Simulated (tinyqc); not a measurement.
Thermal stress, cracking, delamination and buckling of a thin film; Griffith cracks and misfitting inclusions: one step, computed by the program tinyqc.

Isotropic linear elasticity; the substrate is much thicker than the film; stress is positive in tension.

Question. A misfitting inclusion. Film material fills a sphere of radius R in the substrate, with the misfit e = thermal strain (it wants to shrink if e > 0). Radial stress at the wall s0 = e/[(1 - 2 nu)/E + (1 + nu_s)/(2 E_s)]; inside it is uniform and hydrostatic; outside s_rr = s0 (R/r)^3, s_tt = -s_rr/2. Keep-out radius: where |s_rr| falls to 10 MPa (R if it is lower at the wall).

Inputs (values chosen for the exercise, modelled on a GaN film on silicon):

| quantity | value | unit |
|---|---|---|
| film Young's modulus E | 313 | GPa |
| film Poisson ratio nu | 0.19 | - |
| deposition temperature T_d | 1125 | K |
| final temperature T | 300 | K |
| substrate Young's modulus E_s | 139 | GPa |
| substrate Poisson ratio nu_s | 0.24 | - |
| inclusion radius R | 4.8 | micrometre |

Inclusion: sphere.

thermal strain = 0.00162525

Give: radial stress at the wall s0; mean stress inside; keep-out radius.

Answer.

radial stress at the wall s0 = 252.32 MPa

mean stress inside = 252.32 MPa

keep-out radius = 14.079 micrometre

The stress does not depend on R; its reach scales with R. Hydrostatic tension inside drives voids to form.
